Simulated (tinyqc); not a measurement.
# A stack of flat layers between unequal leads with mass mismatch, transfer matrices: two studies

One electron of energy E comes from the left lead (band edge 0); no transverse momentum. Parabolic bands, masses in units of m0, C = hbar^2/(2 m0); psi and psi'/m are continuous at every interface. The layers follow each other from left to right, then the right lead.

Values chosen for this exercise; masses and band edges of a made-up stack: mass in the left lead mL = 0.21 m0; band edges of the layers, left to right U = [0.4, 0.56, -0.25] eV; masses of the layers m = [0.41, 0.36, 0.51] m0; widths of the layers d = [0.3, 0.3, 0.3] nm; band edge of the right lead UR = -1.31 eV; mass in the right lead mR = 0.45 m0; electron energy E = 0.793 eV.

Constants: q = 1.602176634e-19 C, hbar = 1.054571817e-34 J s, m0 = 9.1093837015e-31 kg, hbar^2/(2 m0) = 0.0380998212 eV nm^2. Results are converted to the units shown.

Each table varies one quantity; the others keep the values above.

## Transmission against energy

For the pair (psi, psi'/m) a flat layer has M = [[cos kd, (m/k) sin kd], [-(k/m) sin kd, cos kd]] with k = sqrt(m (E - U)/C) above its edge U, and M = [[cosh Kd, (m/K) sinh Kd], [(K/m) sinh Kd, cosh Kd]] with K = sqrt(m (U - E)/C) below it. The matrices are multiplied with later layers to the left. With M acting on (psi, psi'/m) and v = k/m in each lead, T(E) = 4 vL vR/[(vL vR M12 - M21)^2 + (vR M11 + vL M22)^2]. The last column is exp(-2 sum K d) over the layers with U > E.

Transmission against energy:
```
E (eV)     T(E)  exp(-2 sum K d)
0.312   0.31742          0.22261
0.922   0.80531           1.0000
1.532   0.97374           1.0000
2.141   0.91763           1.0000
2.751   0.89582           1.0000
3.361   0.91962           1.0000
3.971   0.95606           1.0000
4.581   0.97973           1.0000
5.191   0.98413           1.0000
5.8     0.97722           1.0000
6.41    0.96953           1.0000
7.02    0.96702           1.0000
```

T(E) runs from 0.317 at 0.312 eV to 0.967 at 7.02 eV; among the rows its largest value is 0.984 at 5.191 eV. In every row a layer is thinner than 0.8 nm, a few atomic planes, where an effective mass is a rough description.

## Effect of the right lead

Same model as above.

The layers inside are not moved.

Result of one run:
```
UR (eV)  vR (1/nm)    T(E)  bare step 4 vL vR/(vL + vR)^2
0.714        2.147  0.4823                         0.5836
```

What becomes of these results when the band edge of the right lead UR is changed from 0.714 to -3.9 eV, all else the same?

Result of the changed run:
```
UR (eV)  vR (1/nm)    T(E)  bare step 4 vL vR/(vL + vR)^2
-3.9         16.54  0.6149                         0.9382
```

The whole series:
```
UR (eV)  vR (1/nm)    T(E)  bare step 4 vL vR/(vL + vR)^2
-3.9         16.54  0.6149                         0.9382
-3.241       15.34  0.6358                         0.9547
-2.582       14.03  0.6590                         0.9711
-1.923       12.59  0.6844                         0.9864
-1.264       10.95  0.7115                         0.9977
-0.605       9.030  0.7369                         0.9976
0.055        6.561  0.7424                         0.9578
0.714        2.147  0.4823                         0.5836
```

T(E) goes from 0.615 through a maximum of 0.742 (at UR = 0.055 eV among the rows listed) to 0.482, while the bare step between the leads goes from 0.938 through a maximum of 0.998 (at UR = -1.264 eV among the rows listed) to 0.584 (it is 1 where vR equals vL = 9.96 1/nm). The largest T(E) among the rows, 0.7424, is at UR = 0.055 eV. In every row a layer is thinner than 0.8 nm, a few atomic planes, where an effective mass is a rough description.

Range of the model: Masses are held fixed, although real bands cease to be parabolic a few tenths of an eV from their edges (inside a barrier too).

Program tinyqc, `OMP_NUM_THREADS=1 python tinyqc.py 2560129 2560130 out.jsonl`; Intel Xeon 2.30GHz, shared host, one thread, about 0.01 s.
